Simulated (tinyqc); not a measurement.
Valence-band offset from core levels (Kraut method), with the dipole against the affinity rule: two steps of the calculation.

Binding energies are counted downwards from the Fermi level. dEv > 0 means that the valence edge of B lies below that of A, dEc > 0 that the conduction edge of B lies above that of A; dEc + dEv = EgB - EgA. The spectra are made-up values treated as data.

Inputs (values chosen for the exercise); gaps and affinities close to those of In0.53Ga0.47As (A) and hafnium oxide (B): electron affinity of A chiA = 4.46 eV; electron affinity of B chiB = 2.38 eV; relative permittivity inside the dipole layer ei = 8; thickness of the dipole layer dd = 0.27 nm; background counts in the gap bg = 54.

Constants: q = 1.602176634e-19 C, eps0 = 8.8541878128e-14 F/cm where lengths are in cm. Results are converted to the units shown.

Task 1. Valence-band maximum of bare A. Fit a straight line to the leading edge by least squares; the maximum vA lies where it meets the background.

```
point  binding energy (eV)  counts on the leading edge
0                     0.52                         226
1                     0.64                         307
2                     0.76                         398
3                     0.88                         474
4                        1                         563
5                     1.12                         643
```

Wanted: slope; intercept; vA.

Result 1.

slope = 697.38 counts/eV
intercept = -136.69 counts
vA = 0.27343 eV

Task 2. Interface dipole. The affinity rule gives dEc(0) = chiA - chiB; the dipole step is D = dEc - dEc(0), and two sheets of opposite charge dd apart hold N = eps0 ei |D|/(q dd).

dEc = 2.2634312 eV

Find: dEc(0); D; N; field in the dipole layer.

Result 2.

dEc(0) = 2.080 eV
D = 0.1834 eV
N = 3.004e13 cm^-2
field in the dipole layer = 6.794 MV/cm

N is 0.043 elementary charges for each of about 7e14 surface atoms per cm^2.

Numbers from tinyqc (`OMP_NUM_THREADS=1 python tinyqc.py 2410112 2410113 out.jsonl`; about 0.01 s on one thread of a shared Intel Xeon 2.30GHz).
